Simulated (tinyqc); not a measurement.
# Thin-body transistor below threshold, two-dimensional Poisson equation on a small mesh: what changes with what

A thin body on a thick buried insulator of low permittivity, taken as carrying no normal field at the bottom of the body (row 0). Mobile charge is neglected (subthreshold), the body is fully depleted, and potentials are counted from the intrinsic level; rows run upward to the gate, columns from source to drain.

Parameters, values chosen for the exercise; semiconductor permittivity close to that of silicon:

| symbol | value | unit | meaning |
|---|---|---|---|
| T | 350 | K | temperature |
| eps_r | 11.6 |  | relative permittivity of the semiconductor |
| eox | 9 |  | relative permittivity of the insulator |
| tb | 4 | nm | body thickness |
| tox | 4 | nm | insulator thickness |
| L | 27 | nm | channel length |
| Na | 0 | cm^-3 | acceptor density of the depleted body |
| Vbi | 0.55 | V | potential of the source |
| Vfb | 0.1 | V | gate offset |
| Vg | -0.1 | V | gate voltage |
| Vd | 1 | V | drain voltage |

Constants: q = 1.602176634e-19 C, kB = 1.380649e-23 J/K, Vt = kB T/q, eps0 = 8.8541878128e-14 F/cm where lengths are in cm. Results are converted to the units shown.

Each table varies one quantity; the others keep the values above.

## Effect of the insulator thickness

Mesh: rows i = 0..12 in the semiconductor (step hs = tb/12, row 12 on the interface), then 8 step(s) ho = tox/8 up to the gate row 20; columns j = 0..80 (step hy = L/80). Box integration, divided by eps0: up_i = eps hy/h of the interval above row i, dn_i = that of the interval below (0 for row 0), lat_i = (sum of eps h/2 over the intervals above and below)/hy, s_i = -q Na w_i hy/eps0 with w_i the semiconductor height of the box (hs/2 for row 0 and the interface row, hs between, 0 in the insulator). Each free node obeys (up + dn + 2 lat) psi = up psi(above) + dn psi(below) + lat [psi(left) + psi(right)] + s. Fixed values: gate row Vg - Vfb; column 0 at Vbi and the last column at Vbi + Vd in the semiconductor, each running linearly to Vg - Vfb across the insulator. The system is solved directly. On row 0 the minimum of psi and its place come from a parabola through the three lowest nodes; barrier = Vbi - minimum, swing = Vt ln 10/(d psi/dVg), DIBL = (d psi/dVd)/(d psi/dVg) there. Lambda = pi/k with k the smallest positive root of tan(k tox) tan(k tb) = eox/eps_r.

Results:
```
tox (nm)  L/Lambda  barrier (V)  place y/L  swing (mV/decade)  DIBL (mV/V)
1.6          2.254       0.6702     0.4400              75.16        24.62
3            1.777       0.5896     0.4233              82.02        53.70
4.2          1.514       0.5163     0.4088              89.52        84.55
5.8          1.270       0.4222     0.3888              101.7        131.8
8            1.045       0.3092     0.3591              122.6        204.4
```

Estimate the missing row, tox = 2.2 nm.

Computed row:
```
tox (nm)  L/Lambda  barrier (V)  place y/L  swing (mV/decade)  DIBL (mV/V)
2.2          2.017       0.6371     0.4328              77.83        36.03
```

With this row back in the table: As tox goes from 1.6 to 8 nm, the barrier falls from 0.670 to 0.309 V, the swing rises from 75.2 to 123 mV a decade and DIBL rises from 24.6 to 204 mV/V; the ideal swing is 69.4. L/Lambda goes from 2.3 to 1.0. In every row the body is under 5 nm thick, where quantum confinement matters.

## Effect of the acceptor density of the depleted body

Same model as above.

Effect of the acceptor density of the depleted body:
```
Na (cm^-3)  L/Lambda  barrier (V)  place y/L  swing (mV/decade)  DIBL (mV/V)
0              1.552       0.5284     0.4113              88.17        79.10
5e17           1.552       0.5466     0.4128              88.10        79.65
1e18           1.552       0.5648     0.4143              88.03        80.20
2e18           1.552       0.6012     0.4171              87.90        81.23
3e18           1.552       0.6376     0.4198              87.79        82.22
5e18           1.552       0.7106     0.4246              87.60        84.04
```

What does the table show?

As Na goes from 0 to 5e18 cm^-3, the barrier rises from 0.528 to 0.711 V, the swing falls from 88.2 to 87.6 mV a decade and DIBL rises from 79.1 to 84.0 mV/V; the ideal swing is 69.4. The barrier top moves from y/L = 0.411 to 0.425, towards the middle. In every row the body is under 5 nm thick, where quantum confinement matters.

## Effect of the body thickness

Same model as above.

Effect of the body thickness:
```
tb (nm)  L/Lambda  barrier (V)  place y/L  swing (mV/decade)  DIBL (mV/V)
1.6         2.254       0.6818     0.4400              74.27        20.80
2.1         2.053       0.6541     0.4340              76.43        30.05
2.8         1.831       0.6107     0.4257              80.10        45.63
3.7         1.612       0.5496     0.4149              85.94        69.95
4.9         1.396       0.4643     0.3999              95.80        109.6
6.4         1.199       0.3592     0.3789              112.1        170.3
```

What does the comparison show?

As tb goes from 1.6 to 6.4 nm, the barrier falls from 0.682 to 0.359 V, the swing rises from 74.3 to 112 mV a decade and DIBL rises from 20.8 to 170 mV/V; the ideal swing is 69.4. L/Lambda goes from 2.3 to 1.2. For tb = 1.6 to 4.9 nm the body is under 5 nm thick, where quantum confinement matters.

Program tinyqc, `OMP_NUM_THREADS=1 python tinyqc.py 2480011 2480012 out.jsonl`; Intel Xeon 2.30GHz, shared host, one thread, about 0.09 s.
